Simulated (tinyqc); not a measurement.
## Doping from resistivity

Question. A uniform, uncompensated and fully ionised sample has rho = 1/(q N mu), mu = m1 + (m2 (T/300 K)^(-bt) - m1)/(1 + (N/Nr)^am). Find N, mu and the diffusion coefficient mu Vt.

Parameters, values chosen for the exercise: temperature T = 350 K; mobility limit at high doping m1 = 55.4 cm^2/(V s); mobility limit at low doping, at 300 K m2 = 979 cm^2/(V s); reference doping of the mobility law Nr = 2e17 cm^-3; exponent of the mobility law am = 0.727; temperature exponent of m2 bt = 2.5.

Constants: q = 1.602176634e-19 C, kB = 1.380649e-23 J/K, Vt = kB T/q. Results are converted to the units shown.

resistivity = 0.065841287 ohm cm

Solution. With am below 1 the product N mu rises steadily with N, so one doping matches; it is found by iterating N = 1/(q rho mu(N)).

N = 3.000e17 cm^-3
mu = 316.0 cm^2/(V s)
diffusion coefficient = 9.530 cm^2/s

Computed by the program tinyqc: `OMP_NUM_THREADS=1 python tinyqc.py 2110149 2110150 out.jsonl`, one thread of a shared Intel Xeon 2.30GHz, about 0.01 s for the whole run.
